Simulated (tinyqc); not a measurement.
Bandgap voltage reference from two bipolar transistors: one step of the calculation.

Two transistors of area 1 and N carry the same current I. Is(T) = Is (T/T0)^eta exp[(Vg0 q/kB)(1/T0 - 1/T)], VBE1 = Vt ln(I/Is(T)) + I rb, VBE2 = Vt ln(I/(N Is(T))) + I rb/N. The amplifier forces I R1(T) = VBE1 - VBE2 + Vos, with R(T) = R (1 + tc (T - T0)) for both resistors, and the output is Vref = VBE1 + I R2(T). Base currents and the Early effect are neglected.

Question. Resistor for zero slope at T0, ideal case. With tc = 0, Vos = 0 and rb = 0 the current is proportional to T, dVBE/dT = (VBE - Vg0 - (eta - 1) Vt)/T, and Vref has zero slope at T0 when Vref = Vg0 + (eta - 1) Vt0. Find VBE1, its slope, that Vref, R2/R1 and the curvature d2Vref/dT2 = -(eta - 1) kB/(q T0).

Parameters, values chosen for the exercise; values of the order met in silicon bipolar transistors: reference temperature T0 = 298 K; band-gap voltage extrapolated to 0 K Vg0 = 1.156 V; temperature exponent of the saturation current eta = 3.1; saturation current of the unit transistor at T0 Is = 7.9e-18 A; area ratio of the second transistor N = 8; resistor across which the difference of VBE falls, at T0 R1 = 20 kohm.

Constants: q = 1.602176634e-19 C, kB = 1.380649e-23 J/K. Results are converted to the units shown.

Wanted: VBE1; dVBE/dT; Vref; R2/R1; curvature.

Answer.

VBE1 = 0.6817 V
dVBE/dT = -1.773 mV/K
Vref = 1.210 V
R2/R1 = 9.892
curvature = -0.6073 uV/K^2

Computed by the program tinyqc: `OMP_NUM_THREADS=1 python tinyqc.py 2062059 2062060 out.jsonl`, one thread of a shared Intel Xeon 2.30GHz, about 0.02 s for the whole run.
